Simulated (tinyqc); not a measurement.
## Trapped share and trap depth from dynamic on-resistance

Question. Traps remove the share ft of the electrons in the drain access (length Ld, sheet resistance Rsh before stress), so Ron grows by Rsh Ld ft/(1 - ft). The recovery time goes as T^(-2) exp(q Ea/(kB T)). Find ft and Ea.

Inputs (values chosen for the exercise): drain access length Ld = 4 um.

Constants: q = 1.602176634e-19 C, kB = 1.380649e-23 J/K. Results are converted to the units shown.

Ron before and just after an off-state stress (ohm mm): 2.3369379  2.6593611
Rsh = 241.81743 ohm
recovery times at 300 and 390 K (s): 0.016  7.4960300e-6

Answer. The rise of Ron over Rsh Ld is ft/(1 - ft); ln(t T^2) is linear in 1/T.

ft = 0.2500
Ea = 0.8000 eV

tinyqc, about 0.02 s, one thread, Intel Xeon 2.30GHz (shared host): `OMP_NUM_THREADS=1 python tinyqc.py 2570033 2570034 out.jsonl`
